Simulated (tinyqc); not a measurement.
Inside a calculation (part 2 of 2). Method: CCSD on RHF in the sto-6g basis, frozen core, for BeH2, spin multiplicity 1. Computed by tinyqc, a small Python program that keeps every step (integrals from PySCF). Command: `OMP_NUM_THREADS=1 python tinyqc.py 20576 20577 out.jsonl` (the two numbers bound the seeds that draw the settings). One thread of a shared host (Intel(R) Xeon(R) Processor @ 2.60GHz), about 0.4 s of CPU time with the checks.

Geometry (angstrom):
```
atom         x          y         z
Be    0.000000   0.000000  0.000000
H     0.000000   1.224000  0.131000
H     0.000000  -1.224000  0.131000
```

## CCSD: convergence

E_corr = 1/4 sum <ij||ab> t_ij^ab + 1/2 sum <ij||ab> t_i^a t_j^b; stop when the norm of the change is below 1e-8.

Course of the amplitude iterations:
```
update  correlation energy (hartree)  norm of the change
0                        -0.02096156                   -
1                        -0.02741279            6.39e-02
2                        -0.02952900            2.39e-02
3                        -0.03026446            1.03e-02
4                        -0.03053800            4.98e-03
5                        -0.03064721            2.56e-03
6                        -0.03069396            1.37e-03
7                        -0.03071528            7.42e-04
8                        -0.03072554            4.06e-04
9                        -0.03073069            2.23e-04
10                       -0.03073335            1.23e-04
11                       -0.03073476            6.79e-05
12                       -0.03073552            3.75e-05
13                       -0.03073593            2.07e-05
14                       -0.03073615            1.15e-05
15                       -0.03073627            6.34e-06
16                       -0.03073634            3.51e-06
17                       -0.03073638            1.94e-06
18                       -0.03073640            1.07e-06
19                       -0.03073641            5.95e-07
20                       -0.03073641            3.29e-07
21                       -0.03073642            1.82e-07
22                       -0.03073642            1.01e-07
23                       -0.03073642            5.59e-08
24                       -0.03073642            3.10e-08
25                       -0.03073642            1.72e-08
26                       -0.03073642            9.50e-09
```

Converged amplitudes (spin orbitals 1a, 1b, ...; amplitudes related by a flip of all spins are not repeated):
```
from      to          t
3a 3b  6a 6b  -0.067516
2a 2b  5a 5b  -0.054650
2a 2b  4a 4b  -0.054590
2a 2b  6a 6b  -0.052776
2a 3b  6a 7b  -0.042155
2a 3b  6b 7a   0.037735
3a 3b  7a 7b  -0.036339
2a 2b  7a 7b  -0.025533
3a 3b  4a 6b   0.010935
2a 3b  4a 7b   0.010183
2a        6a   0.009142
2a 3b  4b 7a  -0.007389
2a        4a  -0.006899
3a 3b  4a 4b  -0.005456
2a 3a  6a 7a  -0.004419
3a 3b  5a 5b  -0.003272
3a        7a  -0.002895
2a 3a  4a 7a   0.002794
2a 2b  4a 6b   0.001455
```

CCSD total energy = -15.75273120 hartree

T1 diagnostic, norm of the one-spin t1 over sqrt(correlated electrons) = 0.005906

Converged in 26 updates.
